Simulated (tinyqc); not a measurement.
## Zero-field depth and permittivity from two fields

Inverse problem. The apparent depth of a Coulomb trap is Et - sqrt(q F/(pi eps0 eps_r)). Find Et and eps_r.

Constants: q = 1.602176634e-19 C, eps0 = 8.8541878128e-14 F/cm where lengths are in cm. Results are converted to the units shown.

apparent depth at F = 14 and 54 kV/cm (eV): 0.12385860  0.098659302

Answer. The depth is linear in sqrt(F): the intercept is Et and the slope -sqrt(q/(pi eps0 eps_r)).

Et = 0.1500 eV
eps_r = 11.80

Program tinyqc, `OMP_NUM_THREADS=1 python tinyqc.py 2050079 2050080 out.jsonl`; Intel Xeon 2.30GHz, shared host, one thread, about 0.01 s.
